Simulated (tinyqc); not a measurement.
The integration grid: Kohn-Sham PBE on finer and finer grids in the sto-3g basis, for H6, spin multiplicity 1. Computed by the program tinyqc with PySCF. Self-consistent on each grid; the net force on the molecule should vanish.

Geometry (angstrom):
```
atom       x       y       z
H     0.0000  0.0000  0.0000
H     0.0000  0.0000  0.9630
H     0.0000  0.0000  2.2400
H     0.0000  0.0000  3.2030
H     0.0000  0.0000  4.4800
H     0.0000  0.0000  5.4430
```

Kohn-Sham energy on Becke grids (radial x angular points per atom):
```
grid       points  residual of the electron count  E (hartree)  E - finest (mhartree)  largest net force without grid terms (hartree/bohr)
10 x 14       810                        3.98e-02     -3.37704              -12.42875                                             1.67e-16
15 x 26      2294                        1.71e-03     -3.36910               -4.49039                                             1.08e-15
20 x 50      5934                        4.72e-04     -3.36478               -0.16617                                             5.55e-16
30 x 86     15378                        8.21e-05     -3.36465               -0.03465                                             2.22e-16
50 x 194    58032                       -1.79e-08     -3.36461               3.75e-05                                             3.05e-16
75 x 302   135650                       -6.81e-09     -3.36461                0.00000                                             7.22e-16
120 x 590  423802                        1.50e-11     -3.36461                0.00000                                             8.33e-17
```

What does the comparison show, and why?

The energy is within 0.1 mhartree of the finest grid first at 30 x 86. The error has one sign here, though quadrature is not variational. The net force vanishes by symmetry here, so only the electron count signals a poor grid.
